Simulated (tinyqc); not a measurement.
Inside a calculation. Method: bound state in one dimension: Numerov shooting, finite differences, DVR. Computed by tinyqc, a small Python program that keeps every step. Settings: points = 96. Command: `OMP_NUM_THREADS=1 python tinyqc.py 22148 22149 out.jsonl` (the two numbers bound the seeds that draw the settings). One thread of a shared host (Intel(R) Xeon(R) Processor @ 2.60GHz), about 0.01 s of CPU time with the checks.

## Numerov steps at E = -7.35

One particle of mass 1 in V = -7.5 exp(-x^2/1.91^2) (atomic units), psi = 0 at both ends:
```
parameter                value
left end                    -7
right end                    7
intervals                   96
h                     0.145833
state sought (nodes)         0
```

k_i = 2 m (E - V_i); (1 + h^2 k_(i+1)/12) y_(i+1) = 2 (1 - 5 h^2 k_i/12) y_i - (1 + h^2 k_(i-1)/12) y_(i-1), from y_0 = 0, y_1 = 0.001.

Points along the way:
```
i           x          V           k              y
0   -7.000000  -0.000011  -14.699978       0.000000
1   -6.854167  -0.000019  -14.699962       0.001000
2   -6.708333  -0.000033  -14.699934       0.002321
3   -6.562500  -0.000056  -14.699888       0.004387
4   -6.416667  -0.000094  -14.699812       0.007861
5   -6.270833  -0.000156  -14.699688       0.013859
32  -2.333333  -1.686234  -11.327532   39736.570350
33  -2.187500  -2.020244  -10.659511   65278.171228
34  -2.041667  -2.392359   -9.915281  105808.967230
35  -1.895833  -2.800176   -9.099648  168890.132600
36  -1.750000  -3.239519   -8.220962  264927.722520
37  -1.604167  -3.704352   -7.291297  407555.103930
```

## Bisection on the node count

With more sign changes than the state has nodes (the last point included) the energy is too high, else too low; the bracket starts as -7.35 to -0.05.

Trials:
```
trial            E  sign changes  y at the right end   next
1      -3.70000000             2            7.63e+08  lower
2      -5.52500000             1           -3.74e+12  lower
3      -6.43750000             1           -3.89e+13  lower
4      -6.89375000             0            1.07e+15  raise
5      -6.66562500             0            1.41e+14  raise
6      -6.55156250             0            9.04e+12  raise
7      -6.49453125             1           -2.19e+13  lower
8      -6.52304688             1           -8.49e+12  lower
9      -6.53730469             1           -2.95e+11  lower
10     -6.54443359             0            4.22e+12  raise
11     -6.54086914             0            1.93e+12  raise
12     -6.53908691             0            8.08e+11  raise
13     -6.53819580             0            2.54e+11  raise
14     -6.53775024             1           -2.11e+10  lower
...            ...           ...                 ...    ...
28     -6.53778454             0            3.75e+06  raise
29     -6.53778452             1           -4.63e+06  lower
30     -6.53778453             1           -4.41e+05  lower
```

eigenvalue = -6.53778453 hartree

## The same grid by other methods

Three-point finite differences and the sine-DVR kinetic matrix of Colbert and Miller on the same points.

Lowest levels (hartree):
```
state  finite differences        DVR
0               -6.540073  -6.537772
1               -4.733089  -4.723337
2               -3.159298  -3.138942
```
